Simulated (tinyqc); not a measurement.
Worked calculation: pair of shallow donors (hydrogen-like orbitals). Values are carried at full precision from step to step, so a last printed digit may differ when a step is redone from the rounded ones.

Each donor has the orbital exp(-r/a); energy unit Ha* = q/(eps a), q = e^2/(4 pi eps0), so that a lone donor is bound by Ha*/2; x = R/a. One electron: S = (1 + x + x^2/3) exp(-x), j = 1/x - (1 + 1/x) exp(-2x), k = (1 + x) exp(-x); levels E(+/-) = -1/2 - (j +/- k)/(1 +/- S) in Ha*, without the repulsion of the ions, split by D = |E(-) - E(+)|. In six valleys the overlaps S and k are multiplied by v = [cos(K Rx) + cos(K Ry) + cos(K Rz)]/3, K = k0 (2 pi/a_lat), for isotropic envelopes and the symmetric valley state.

Constants: e^2/(4 pi eps0) = 14.39964547 eV angstrom; hbar = 6.58211957e-16 eV s.

Values chosen for the exercise (near those of two donors in Si; not measured data): a = 19.1 angstrom (orbital radius); eps = 11.1 (dielectric constant); n = (11.5, 11.5, 0) a_lat (separation vector); a_lat = 5.431 angstrom (lattice constant); k0 = 0.846 2 pi/a_lat (valley position); dV = 1.9 D (detuning between the donors, in units of D).

## Distance and integrals

Give Ha*, R, x, S, j, k and v.

Ha* = 67.920 meV
R = 88.33 angstrom
x = 4.6244

S, j, k: 0.12510  0.21613  0.05517

v = 0.2456

## One electron on two donors

Give both levels, the splitting D = |E(-) - E(+)| and the tunnelling frequency D/(2 pi hbar).

E(+), E(-) (meV): -49.094  -48.155

D = 0.9396 meV
frequency = 227.2 GHz

The second ion deepens the mean level by 14.66 meV, against Ha*/x = 14.69 meV for a point charge. Without the valley factor D would be 3.88 meV; v is positive, so the even combination lies lower.

## Detuning by a gate

Two-level picture for one electron: with detuning u = dV D the splitting is sqrt(D^2 + u^2) and the lower state has weight (1 + u/sqrt(D^2 + u^2))/2 on the lower donor; the field needed is u/(e R), 1 meV/angstrom = 100 kV/cm.

splitting = 2.017 meV
weight = 0.942
field = 2.02 kV/cm

## Two electrons and exchange

Two electrons, Heitler-London: with S' = (1 - x + x^2/3) exp(x), C = 1/x - exp(-2x)(1/x + 11/8 + 3x/4 + x^2/6), X = (1/5){exp(-2x)(25/8 - 23x/4 - 3x^2 - x^3/3) + (6/x)[S^2 (0.5772157 + ln x) + S'^2 Ei(-4x) - 2 S S' Ei(-2x)]}, Q = C - 2j + 1/x and A = X - 2 S k + S^2/x, the singlet and triplet lie at (Q +/- w A)/(1 +/- w S^2) from two lone donors, with the valley weight w = v^2; the exchange is J = triplet - singlet.

Give C, X, Q, A and J.

C, X, Q, A (Ha*): 0.2154  0.006446  -0.0005957  -0.003974

J = 32.5 micro-eV

A swap of the two spins takes pi hbar/J = 0.0636 ns (hbar = 6.58212e-16 eV s). Against the one-electron splitting D = 0.94 meV, J/D = 0.035: exchange needs both electrons to tunnel and falls as exp(-2x), D as exp(-x).

## Checks

- Heitler-London binding at x = 1.6425 against the known 0.1160 hartree: both 0.1160.
- Overlap S by quadrature in spheroidal coordinates against the formula: both 0.12510.

Program tinyqc; command `OMP_NUM_THREADS=1 python tinyqc.py 1250082 1250083 out.jsonl`; about 0.01 s on one thread of a shared Intel(R) Xeon(R) Processor @ 2.30GHz.
